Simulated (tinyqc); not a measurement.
Hot carriers by balance equations with a heated Maxwellian: one step, computed by the program tinyqc.

The carriers follow a Maxwellian at an electron temperature T_e, slightly displaced; the drift energy is neglected against k_B T_e. The balance averages the rate, not the time, so mu_0 lies below the relaxation-time value.

Question. Drift velocity. Parabolic band: E = hbar^2 k^2/(2 m), speed v = hbar k/m, states per spin, volume and energy g(E) = m k/(2 pi^2 hbar^2). Masses are multiplied by m_0 and all formulas are in SI units. Phonon occupation N_q = 1/(exp(hbar w/(k_B T)) - 1). Acoustic deformation potential (elastic, equipartition, absorption and emission together): 1/tau = 2 pi k_B T D_A^2 g(E)/(hbar rho v_l^2). Optical or intervalley deformation potential: 1/tau = (pi Z_f D_o^2/(rho w)) [N_q g(E + hbar w) + (N_q + 1) g(E - hbar w)], with g = 0 below the band edge. Averages over the Maxwellian, <y> = int y x^(1/2) exp(-x) dx / int x^(1/2) exp(-x) dx with x = E/(k_B T_e), split at x_0 = hbar w/(k_B T_e): 64 Gauss-Legendre points in sqrt(x) below it and 128 in sqrt(x - x_0) above it, up to x = 32. Momentum balance: mu(T_e) = e/(m nu), nu = <x (sum of rates)>/<x>. Power lost per carrier: P(T_e) = hbar w <emission rate - absorption rate> + <(2 m v_l^2/(k_B T)) (E - 2 k_B T) acoustic rate>. v = mu(T_e) F; warm-carrier coefficient (mu/mu_0 - 1)/F^2.

Inputs (values chosen for the exercise, modelled on holes in silicon):
```
quantity                                          value       unit
effective mass m                                  0.511        m_0
density rho                                        2329     kg/m^3
sound velocity v_l                                 9090        m/s
acoustic deformation potential D_A                    5         eV
phonon energy hbar w                               65.2        meV
optical or intervalley deformation potential D_o    9.3  1e8 eV/cm
final valleys Z_f                                     1          -
lattice temperature T                               150          K
electric field F                                    1.2      kV/cm
```

Band: parabolic. Solver: Newton.

electron temperature T_e = 183.5128 K

low-field mobility mu_0 = 4358.755 cm^2/(V s)

Constants: k_B = 8.617333262e-05 eV/K; k_B = 1.380649e-23 J/K; e = 1.602176634e-19 C; hbar = 1.054571817e-34 J s; m_0 = 9.1093837015e-31 kg; hbar = 6.582119569e-16 eV s.

Give: mobility mu(T_e); drift velocity; mu/mu_0; (mu/mu_0 - 1)/F^2.

Answer.

mobility mu(T_e) = 3162 cm^2/(V s)

drift velocity = 0.3794 1e7 cm/s

mu/mu_0 = 0.7254

(mu/mu_0 - 1)/F^2 = -0.1907 cm^2/kV^2

Caution: the drift energy m v^2/2 is not small against the heating (3/2) k_B (T_e - T), so T_e - T is rough.
